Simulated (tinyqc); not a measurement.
What moves the results: valence-band anticrossing with a localised impurity level. A value that a table varies takes the place of the one given here.

Host valence band EM(k) = al x - c k^2/mM, c = hbar^2/2m0, coupled to a flat level EI by V = C sqrt(x): H = [[EM, V], [V, EI]], E+/- = (EM + EI)/2 +/- sqrt((EM - EI)^2/4 + V^2). The host weight of a state at E is f = 1/(1 + V^2/(E - EI)^2), and its mass at k = 0 is mM/f. The gap is Eg - E+(0), the conduction edge staying at Eg.

Constants: hbar^2/2m0 = 3.80998211 eV angstrom^2.

Values chosen for the exercise (host near GaAs; not measured data):
- Eg = 1.54 eV (gap at Gamma to the s-like level)
- mM = 0.57 m0 (mass of the host band)
- EI = -0.386 eV (impurity level, from the valence top of the host)
- C = 1.05 eV (coupling)
- al = 0.63 eV (linear shift of the host edge)
- x = 0.014 (impurity fraction)

## Impurity fraction

The last column is the bowing that a quadratic law would need at that x, (Eg - gap)/(x (1 - x)), with equal end gaps.

Results:

| x (%) | E- (eV) | E+ (eV) | gap (eV) | host weight of E+ | mass of E+ | bowing (eV) |
|---|---|---|---|---|---|---|
| 0.1 | -0.3888 | 0.0035 | 1.5365 | 0.993 | 0.5741 | 3.5 |
| 0.2 | -0.3916 | 0.0069 | 1.5331 | 0.986 | 0.5781 | 3.4 |
| 0.5 | -0.3997 | 0.0168 | 1.5232 | 0.967 | 0.5894 | 3.4 |
| 1.0 | -0.4123 | 0.0326 | 1.5074 | 0.941 | 0.6059 | 3.3 |
| 2.0 | -0.4352 | 0.0618 | 1.4782 | 0.901 | 0.6327 | 3.2 |
| 3.0 | -0.4557 | 0.0886 | 1.4514 | 0.872 | 0.6537 | 3.0 |
| 5.0 | -0.4914 | 0.1369 | 1.4031 | 0.832 | 0.6849 | 2.9 |
| 8.0 | -0.5363 | 0.2007 | 1.3393 | 0.796 | 0.7160 | 2.7 |

The apparent bowing falls from 3.5 to 2.7 eV, so no single constant describes the gap: the part from the coupling goes as x while V is small against |EM - EI| and as sqrt(x) beyond (V = |EI| near x = 13.51 %), with the linear term al x on top; the fall of the gap goes as the power 0.99 of x between the first two rows and 0.81 between the last two. The mass of E+ goes from 0.5741 to 0.7160, higher although the gap falls; with al = 0 the weight tends to 1/2 at large x.

## What each parameter does

At k = 0. Each row changes one parameter from the base and keeps the others.

Results:

| case | E- (eV) | E+ (eV) | gap (eV) | mass (m0) |
|---|---|---|---|---|
| base | -0.4218 | 0.0447 | 1.4953 | 0.6174 |
| EI = -0.336 eV | -0.3761 | 0.0489 | 1.4911 | 0.6294 |
| al = 1.13 eV | -0.4213 | 0.0511 | 1.4889 | 0.6160 |
| Eg = 1.59 eV | -0.4218 | 0.0447 | 1.5453 | 0.6174 |
| C = 1.2075 eV | -0.4323 | 0.0551 | 1.4849 | 0.6298 |
| x = 0.0119 | -0.4169 | 0.0384 | 1.5016 | 0.6115 |
| mM = 0.4845 m0 | -0.4218 | 0.0447 | 1.4953 | 0.5248 |

The largest shifts from the base row, up to three for each result and ties (the steps differ in size, so this ranks the rows, not the parameters). E- (eV): EI +0.0457, C -0.0104, x +0.0049; unchanged at the printed digits by Eg and mM. E+ (eV): C +0.0104, al +0.0065, x -0.0063; unchanged at the printed digits by Eg and mM. gap (eV): Eg +0.0500, C -0.0104, al -0.0065; unchanged at the printed digits by mM. mass (m0): mM -0.0926, C +0.0124, EI +0.0119; unchanged at the printed digits by Eg.

Run: tinyqc, `OMP_NUM_THREADS=1 python tinyqc.py 1080870 1080871 out.jsonl`; Intel(R) Xeon(R) Processor @ 2.30GHz, one thread, shared host; about 0.01 s of CPU time with all checks.
